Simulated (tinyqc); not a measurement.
# Changing the atoms per cluster m

Model: solid solubility of a dopant against its melt (retrograde solidus), clustering and the electrically active fraction. Computed by tinyqc, a small Python program. Command: `OMP_NUM_THREADS=1 python tinyqc.py 3020890 3020891 out.jsonl retro sweep`. One thread of a shared host (Intel(R) Xeon(R) Processor @ 2.30GHz), about 0.01 s of CPU time with the checks.

Inputs (values chosen for the exercise):
```
quantity,value,unit
total dopant density N_t,1.1e+21,1/cm^3
cluster scale N* at 1273 K,1.6e+20,1/cm^3
activation energy E_b of the cluster scale,0.57,eV
anneal temperature T_a,1325,K
mobility mu,45,cm^2/(V s)
```

Clustering: clusters of m atoms, electrons left out.

Constants: k_B = 8.617333262e-05 eV/K; e = 1.602176634e-19 C.

Method. A highly soluble donor (another dopant than that of the solidus) is limited by clustering. Donors N_a are active, and clusters hold m atoms each: N_t = N_a + m C, m C = N* (N_a/N*)^m, with N*(T) = N*(1273 K) exp[-(E_b/k_B)(1/T - 1/1273)]. Resistivity = 1/(e mu N_a).

One run for each value:
```
atoms per cluster m,active density N_a (1/cm^3),active fraction
2,3.7670e+20,0.34246
3,3.1188e+20,0.28353
4,2.8048e+20,0.25498
5,2.6228e+20,0.23844
6,2.5047e+20,0.22770
```

What does the table show?

Over the rows, active density N_a (1/cm^3) falls from 3.77e20 to 2.50e20 (exponent d ln y / d ln x -0.47 between the first rows and -0.25 between the last); active fraction falls from 0.342 to 0.228 (exponent d ln y / d ln x -0.47 between the first rows and -0.25 between the last).

Caution (all rows): this clustering law is a generic form; degeneracy and a doping-dependent mobility are left out.
